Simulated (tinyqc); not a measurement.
Adding salt: a particle near a wafer in liquid: double-layer and van der Waals forces (DLVO), deposition barrier and removal. Computed by tinyqc, a small Python program. Command: `OMP_NUM_THREADS=1 python tinyqc.py 3111895 3111896 out.jsonl dlvo walk`. One thread of a shared host (Intel(R) Xeon(R) Processor @ 2.30GHz), about 0.01 s of CPU time with the checks.

Sphere and flat wall, Derjaguin approximation, constant potentials in the linear-superposition form, no retardation and no hydration force.

Inputs (values chosen for the exercise, of the order of those for silica on copper in water): particle radius R = 400 nm; Hamaker constant A = 2.7e-20 J; potential of the particle psi_1 = -22 mV; potential of the wafer psi_2 = -48 mV; salt concentration c = 0.00018 mol/L; valence z of the symmetric salt = 1; temperature T = 298 K; dielectric constant of the liquid = 78.4.

Constants: e = 1.602176634e-19 C; N_A = 6.02214076e+23 1/mol; eps_0 = 8.8541878128e-12 F/m; k_B = 1.380649e-23 J/K; k_B = 8.617333262e-05 eV/K.

Method:
- kappa^2 = 2 z^2 e^2 N_A (1000 c)/(eps eps_0 k_B T); gamma_i = tanh(z e psi_i/(4 k_B T)); Z = 64 pi eps eps_0 (k_B T/(z e))^2 gamma_1 gamma_2.
- The barrier height is zero when U = 0 and F = 0 together: kappa h = 1 and kappa = 6 Z/(e A), e = 2.718282 here; c follows from kappa^2, with the potentials held fixed.
- U(h) = Z R exp(-kappa h) - A R/(6 h); F(h) = -dU/dh = kappa Z R exp(-kappa h) - A R/(6 h^2), positive for repulsion.
- F = 0 reads x^2 exp(-x) = y with x = kappa h and y = A kappa/(6 Z); the left side peaks at x = 2 with 4/e^2 = 0.5413, so roots exist for smaller y: x < 2 is the barrier, x > 2 the secondary minimum.
- kappa scales as sqrt(c); potentials are held fixed. A dash marks rows without a maximum.

critical concentration = 0.0442484 mol/L

kappa = 0.0441423 1/nm

Z = 8.46593 pN

Against the concentration:
```
c (mol/L)  Debye length (nm)  barrier at (nm)  barrier (k_B T)  minimum at (nm)  minimum (k_B T)
4.42e-06              144.57           9.0446           724.78       1.4837e+03      -2.6614e-01
4.42e-05               45.72           5.2191           650.44       4.0254e+02      -9.6341e-01
4.42e-04               14.46           3.0841           523.09       1.0511e+02      -3.5897e+00
2.21e-03                6.47           2.1971           386.81       3.9582e+01      -9.2475e+00
8.85e-03                3.23           1.7066           228.97       1.6281e+01      -2.1540e+01
2.21e-02                2.04           1.5070           103.53       8.6541e+00      -3.8610e+01
3.98e-02                1.52           1.4468            16.03       5.5352e+00      -5.7285e+01
6.64e-02                1.18           1.4876           -60.91       3.5182e+00      -8.2663e+01
1.33e-01                0.83                -                -                -                -
```

What does the comparison show, and why?

At low salt the barrier tends to Z R = 823 k_B T; it is half of that between 4.4e-4 and 0.0022 mol/L and changes sign at 0.044 mol/L, while the secondary minimum deepens to -57 k_B T at 0.9 of that.

Extremes, crossings and ranges named in words are read from the listed rows.
